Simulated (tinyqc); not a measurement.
Resonant-tunnelling diode, transfer matrices and Tsu-Esaki current: effect of temperature at two biases.

Emitter (band edge 0), barrier d1, well Lw, barrier d2, spacer ds, collector (edge -V). The bias drops linearly over these layers and none in the contacts; each layer is cut into ns equal slices, flat at the value of their centres. E is the energy of motion across the layers, C = hbar^2/(2 m0), psi and psi'/m are continuous. Transport is coherent, T(E) is taken as independent of the transverse momentum, and charge in the well is ignored.

The current at V = 0.362 V and at V = 0.553 V, Ef held fixed. For the pair (psi, psi'/m) a flat layer has M = [[cos kd, (m/k) sin kd], [-(k/m) sin kd, cos kd]] with k = sqrt(m (E - U)/C) above its edge U, and M = [[cosh Kd, (m/K) sinh Kd], [(K/m) sinh Kd, cosh Kd]] with K = sqrt(m (U - E)/C) below it. Later slices stand to the left. With M acting on (psi, psi'/m) and v = k/m in each lead, T(E) = 4 vL vR/[(vL vR M12 - M21)^2 + (vR M11 + vL M22)^2]. J = J0 times the integral over E > 0 of T(E) N(E), N = ln[(1 + exp((Ef - E)/Vt))/(1 + exp((Ef - V - E)/Vt))], J0 = q^2 mw m0 kB T/(2 pi^2 hbar^3) (times 1e-4 for A/cm^2 per eV). The integral is converged to the digits shown.

Values chosen for this exercise; masses and offsets close to those of InGaAs wells and InAlAs barriers:
- mw = 0.04 m0 (mass in the well, spacer and contacts)
- U1 = 0.5 eV (barrier height)
- m1 = 0.075 m0 (barrier mass)
- d1 = 1.6 nm (emitter barrier)
- Lw = 4.2 nm (well width)
- d2 = 1.6 nm (collector barrier)
- ns = 1 (slices in each layer)
- ds = 3.1 nm (undoped spacer after the collector barrier)
- Ef = 0.12 eV (Fermi energy of both contacts above their band edges)

Constants: q = 1.602176634e-19 C, kB = 1.380649e-23 J/K, hbar = 1.054571817e-34 J s, m0 = 9.1093837015e-31 kg, Vt = kB T/q, hbar^2/(2 m0) = 0.0380998212 eV nm^2. Results are converted to the units shown.

Result of one run:
```
T (K)  J at 0.362 V (kA/cm^2)  J at 0.553 V (kA/cm^2)  ratio
150                      1350                   212.0  6.366
```

What becomes of these results when the temperature T is changed from 150 to 400 K, all else the same?

Result of the changed run:
```
T (K)  J at 0.362 V (kA/cm^2)  J at 0.553 V (kA/cm^2)  ratio
400                      1448                   264.6  5.471
```

The whole series:
```
T (K)  J at 0.362 V (kA/cm^2)  J at 0.553 V (kA/cm^2)  ratio
40                       1339                   204.4  6.550
77                       1341                   206.0  6.511
150                      1350                   212.0  6.366
220                      1365                   221.6  6.160
300                      1394                   237.4  5.873
400                      1448                   264.6  5.471
```

The first current rises from 1340 to 1450 kA/cm^2, the second rises from 204 to 265 kA/cm^2, and their ratio falls from 6.55 to 5.47.

Computed by the program tinyqc: `OMP_NUM_THREADS=1 python tinyqc.py 2600024 2600025 out.jsonl`, one thread of a shared Intel Xeon 2.30GHz, about 0.1 s for the whole run.
